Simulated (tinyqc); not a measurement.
Inside a calculation. Method: CIS on RHF in the sto-3g basis, for H3+, spin multiplicity 1. Computed by tinyqc, a small Python program that keeps every step (integrals from PySCF). Settings: charge = 1, multiplicity = 1, basis = sto-3g, method = RHF, energy threshold = 1e-10, iteration cap = 57, orthogonalisation = canonical, start = Wolfsberg-Helmholz matrix, DIIS depth = 6. Command: `OMP_NUM_THREADS=1 python tinyqc.py 24451 24452 out.jsonl` (the two numbers bound the seeds that draw the settings). One thread of a shared host (Intel(R) Xeon(R) Processor @ 2.60GHz), about 0.03 s of CPU time with the checks. The early iterations of the SCF are left out here.

## One-electron integrals

Geometry (angstrom):
```
atom        x        y         z
H     0.00000  0.00000   0.00000
H     0.00000  0.00000   1.00900
H     0.00000  0.00000  -1.00900
```

Basis sto-3g: exponents (1/bohr^2) and contraction coefficients of normalised primitives:
```
element  l (shell)  exponent  coefficient
H            s (1)   3.42525      0.15433
H            s (1)   0.62391      0.53533
H            s (1)   0.16886      0.44463
```

Overlap, kinetic and nuclear-attraction integrals over the contracted functions; the nuclear repulsion is the sum of Za Zb / Rab.

nuclear repulsion = 1.3111427 hartree

overlap S:
```
         1H 1s    2H 1s    3H 1s
1H 1s  1.00000  0.49120  0.49120
2H 1s  0.49120  1.00000  0.11574
3H 1s  0.49120  0.11574  1.00000
```

kinetic energy T (hartree):
```
         1H 1s     2H 1s     3H 1s
1H 1s  0.76003   0.10801   0.10801
2H 1s  0.10801   0.76003  -0.01031
3H 1s  0.10801  -0.01031   0.76003
```

nuclear attraction V (hartree):
```
          1H 1s     2H 1s     3H 1s
1H 1s  -2.24441  -0.95695  -0.95695
2H 1s  -0.95695  -1.99765  -0.20885
3H 1s  -0.95695  -0.20885  -1.99765
```

core Hamiltonian H = T + V (hartree):
```
          1H 1s     2H 1s     3H 1s
1H 1s  -1.48438  -0.84895  -0.84895
2H 1s  -0.84895  -1.23762  -0.21916
3H 1s  -0.84895  -0.21916  -1.23762
```

## Two-electron integrals

Functions are numbered as in S; the eight-fold symmetry (ij|kl) = (ji|kl) = (kl|ij) leaves the list below.

Two-electron integrals (ij|kl) in chemists' order, unique and non-zero (hartree):
```
(11|11) 0.77461   (21|11) 0.30517   (21|21) 0.15417   (22|11) 0.47512
(22|21) 0.30517   (22|22) 0.77461   (31|11) 0.30517   (31|21) 0.11217
(31|22) 0.17031   (31|31) 0.15417   (32|11) 0.06843   (32|21) 0.03018
(32|22) 0.05397   (32|31) 0.03018   (32|32) 0.00689   (33|11) 0.47512
(33|21) 0.17031   (33|22) 0.26140   (33|31) 0.30517   (33|32) 0.05397
(33|33) 0.77461
```

## Orthogonalisation

S = U s U^T; canonical form X = U s^(-1/2), so that X^T S X = 1. Each column of U has its largest component positive (the first on a tie).

eigenvalues of S: 0.36080  0.88426  1.75493

X:
```
              1         2        3
1H 1s   1.22509   0.00000  0.51113
2H 1s  -0.79710   0.75196  0.39279
3H 1s  -0.79710  -0.75196  0.39279
```

## Iteration 4 (converged): orbitals

converged F (hartree):
```
          1H 1s     2H 1s     3H 1s
1H 1s  -0.78063  -0.63013  -0.63013
2H 1s  -0.63013  -0.55325  -0.25856
3H 1s  -0.63013  -0.25856  -0.55325
```

Diagonalise F' = X^T F X, C = X C', fill 1 alpha and 1 beta electrons from the bottom; D = 2 C_occ C_occ^T. Each column has its largest component positive (the first on a tie).

F' = X^T F X (hartree):
```
          1         2         3
1   0.25816   0.00000  -0.07345
2   0.00000  -0.33326   0.00000
3  -0.07345   0.00000  -0.96048
```

orbital energies (hartree): MO1 -0.96489, MO2 -0.33326, MO3 0.26257

coefficients C:
```
           MO1       MO2       MO3
1H 1s  0.58365   0.00000   1.19224
2H 1s  0.34430   0.75196  -0.81922
3H 1s  0.34430  -0.75196  -0.81922
```

D after iteration 4:
```
         1H 1s    2H 1s    3H 1s
1H 1s  0.68130  0.40190  0.40190
2H 1s  0.40190  0.23708  0.23708
3H 1s  0.40190  0.23708  0.23708
```

## Convergence

Stop when the energy changes by less than 1e-10 hartree and every element of the error matrix X^T (F D S - S D F) X is below 3e-06.

Course of the cycle:
```
iteration  E (hartree)     change  largest element of the error matrix
1           -1.1866573          -                             3.29e-02
2           -1.1871573  -5.00e-04                             4.47e-03
3           -1.1871667  -9.42e-06                             1.20e-06
4           -1.1871667  -5.60e-13                             5.09e-07
```

PySCF RHF in the same basis = -1.1871667 hartree

Converged in 4 iterations.

## Integrals over molecular orbitals

(pq|rs) = sum C_ip C_jq C_kr C_ls (ij|kl), one index at a time.

one-electron integrals over orbitals h = C^T H C (hartree):
```
          1         2         3
1  -1.53342   0.00000  -0.09627
2   0.00000  -1.15176   0.00000
3  -0.09627   0.00000  -0.74863
```

Two-electron integrals over orbitals (pq|rs), unique and non-zero (hartree):
```
(11|11) 0.56853    (21|21) 0.14627    (22|11) 0.48238    (22|22) 0.53325
(31|11) 0.09627    (31|22) -0.03779   (31|31) 0.13559    (32|21) -0.14096
(32|32) 0.15910    (33|11) 0.57340    (33|22) 0.51253    (33|31) 0.08274
(33|33) 0.61261
```

## CIS matrix, singlets

A(ia,jb) = (e_a - e_i) d_ij d_ab + 2 (ia|jb) - (ij|ab).

CIS matrix A, singlet (hartree):
```
         1>2      1>3
1>2  0.44179  0.00000
1>3  0.00000  0.92525
```

## CIS singlet states

dipole integrals <i|r|a> (bohr):
```
           x        y        z
1>2  0.00000  0.00000  1.39835
1>3  0.00000  0.00000  0.00000
```

Diagonalise A (1 hartree = 27.211386 eV); each vector has its largest component positive (the first on a tie). The transition dipole is mu = sqrt2 sum c_ia <i|r|a>.

singlet excitation energies (eV): 12.02159  25.17744

lowest vectors:
```
     state 1  state 2
1>2  1.00000  0.00000
1>3  0.00000  1.00000
```

oscillator strengths 2/3 w |mu|^2: 1.15181  0.00000

## CIS matrix, triplets

A(ia,jb) = (e_a - e_i) d_ij d_ab - (ij|ab).

CIS matrix A, triplet (hartree):
```
         1>2      1>3
1>2  0.14924  0.00000
1>3  0.00000  0.65407
```

## CIS triplet states

Diagonalise A (1 hartree = 27.211386 eV); each vector has its largest component positive (the first on a tie).

triplet excitation energies (eV): 4.06105  17.79802

lowest vectors:
```
     state 1  state 2
1>2  1.00000  0.00000
1>3  0.00000  1.00000
```
